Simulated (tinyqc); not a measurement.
# Hot electrons in a saturated n-channel MOSFET, lucky-electron model: several studies

Beyond pinch-off the lateral field grows as Esat cosh(y/l) over the velocity-saturated region (pseudo-two-dimensional model). Impact ionisation in this region gives the substrate current, which biases the body forward through Rsub. Currents are per width. Local-field laws: they overstate ionisation when the field peak is narrower than an energy relaxation length.

Parameters, values chosen for the exercise; values close to those of silicon n-channel devices:
- L = 1.2 um (channel length)
- tox = 26 nm (oxide thickness)
- xj = 460 nm (junction depth)
- VT = 0.57 V (threshold)
- mu = 300 cm^2/(V s) (effective mobility)
- vs = 9.1e6 cm/s (saturation velocity)
- Ai = 2e6 1/cm (ionisation prefactor)
- Bi = 1.83 MV/cm (ionisation field)
- Rd = 0 ohm um (resistance of the lightly doped drain)
- Rsub = 25000 ohm um (substrate resistance)
- kb = 0.38 (fall of VT per volt of forward body bias)
- m = 2.9 (lifetime exponent)
- Hl = 1300 s uA/um (lifetime constant)
- Vd = 4.9 V (drain voltage)
- Vg = 3 V (gate voltage)

Constants: eps0 = 8.8541878128e-14 F/cm where lengths are in cm. Results are converted to the units shown.

Each table varies one quantity; the others keep the values above.

## Effect of the oxide thickness

Cox = 3.9 eps0/tox, l = sqrt(3 tox xj), Esat = 2 vs/mu. Overdrive g = Vg - VT + kb Vb; Vdsat = g Esat L/(g + Esat L); Id = Cox vs (g - Vdsat); dV = Vd - Id Rd - Vdsat; Em = sqrt((dV/l)^2 + Esat^2); Isub = Id (Ai/Bi) l Em exp(-Bi/Em). Vb = Rsub Isub is solved self-consistently. Lifetime tau = (Hl/Id)(Isub/Id)^(-m); 1 year = 3.15576e7 s.

Results:

| tox (nm) | Id (uA/um) | Em (MV/cm) | Isub (uA/um) | Isub/Id | tau (years) |
|---|---|---|---|---|---|
| 14 | 136.6 | 0.2296 | 0.1644 | 0.001203 | 88.41 |
| 18 | 106.2 | 0.2045 | 0.04858 | 4.575e-4 | 1878 |
| 27 | 70.78 | 0.1706 | 0.005596 | 7.906e-5 | 4.579e5 |
| 34 | 56.20 | 0.1545 | 0.001477 | 2.628e-5 | 1.407e7 |
| 42 | 45.50 | 0.1415 | 4.102e-4 | 9.017e-6 | 3.866e8 |
| 52 | 36.75 | 0.1299 | 1.069e-4 | 2.910e-6 | 1.272e10 |

Estimate the missing row, tox = 22 nm.

Computed row:

| tox (nm) | Id (uA/um) | Em (MV/cm) | Isub (uA/um) | Isub/Id | tau (years) |
|---|---|---|---|---|---|
| 22 | 86.87 | 0.1868 | 0.01717 | 1.977e-4 | 2.615e4 |

With this row back in the table: As tox goes from 14 to 52 nm, Em falls from 0.230 to 0.130 MV/cm, Isub falls from 0.164 to 1.07e-4 uA/um and tau rises from 88.4 to 1.27e10 years. From the first row to the last, log10(tau) changes by 8.2: 7.6 from (Isub/Id)^(-m), which holds Em and l, and 0.57 from 1/Id. For tox = 18 to 52 nm tau is a far extrapolation that only says that hot carriers are no limit.

## Effect of the drain voltage

Same model as above.

Effect of the drain voltage:

| Vd (V) | Id (uA/um) | Em (MV/cm) | Isub (uA/um) | Isub/Id | tau (years) |
|---|---|---|---|---|---|
| 3 | 73.50 | 0.08688 | 9.416e-8 | 1.281e-9 | 3.440e19 |
| 3.36 | 73.50 | 0.1014 | 2.225e-6 | 3.027e-8 | 3.577e15 |
| 3.71 | 73.50 | 0.1167 | 2.744e-5 | 3.734e-7 | 2.451e12 |
| 4.07 | 73.50 | 0.1333 | 2.211e-4 | 3.008e-6 | 5.777e9 |
| 4.43 | 73.50 | 0.1505 | 0.001196 | 1.627e-5 | 4.323e7 |
| 4.79 | 73.50 | 0.1680 | 0.004762 | 6.478e-5 | 7.857e5 |
| 5.14 | 73.51 | 0.1854 | 0.01456 | 1.981e-4 | 3.075e4 |
| 5.5 | 73.52 | 0.2034 | 0.03836 | 5.218e-4 | 1852 |

Read the table: what changes, and by how much?

As Vd goes from 3 to 5.5 V, Em rises from 0.0869 to 0.203 MV/cm, Isub rises from 9.42e-8 to 0.0384 uA/um and tau falls from 3.44e19 to 1850 years. The slope of ln(tau) against 1/Vd is 257 V between the first two rows and 221 V between the last two. In every row tau is a far extrapolation that only says that hot carriers are no limit.

## Effect of the channel length

Same model as above.

Results:

| L (um) | Id (uA/um) | Em (MV/cm) | Isub (uA/um) | Isub/Id | tau (years) |
|---|---|---|---|---|---|
| 0.6 | 117.6 | 0.1916 | 0.03318 | 2.822e-4 | 6884 |
| 1.2 | 73.50 | 0.1735 | 0.006912 | 9.403e-5 | 2.667e5 |
| 1.7 | 56.00 | 0.1663 | 0.003211 | 5.733e-5 | 1.470e6 |
| 2.4 | 42.01 | 0.1606 | 0.001577 | 3.754e-5 | 6.693e6 |
| 3.4 | 30.95 | 0.1562 | 8.160e-4 | 2.636e-5 | 2.531e7 |
| 4.8 | 22.62 | 0.1528 | 4.514e-4 | 1.996e-5 | 7.763e7 |

Estimate the missing row, L = 0.85 um.

Computed row:

| L (um) | Id (uA/um) | Em (MV/cm) | Isub (uA/um) | Isub/Id | tau (years) |
|---|---|---|---|---|---|
| 0.85 | 94.08 | 0.1819 | 0.01514 | 1.609e-4 | 4.387e4 |

With this row back in the table: As L goes from 0.6 to 4.8 um, Em falls from 0.192 to 0.153 MV/cm, Isub falls from 0.0332 to 4.51e-4 uA/um and tau rises from 6880 to 7.76e7 years. From the first row to the last, log10(tau) changes by 4.1: 3.3 from (Isub/Id)^(-m), which holds Em and l, and 0.72 from 1/Id. In every row tau is a far extrapolation that only says that hot carriers are no limit.

tinyqc, about 0.01 s, one thread, Intel Xeon 2.30GHz (shared host): `OMP_NUM_THREADS=1 python tinyqc.py 2550162 2550163 out.jsonl`
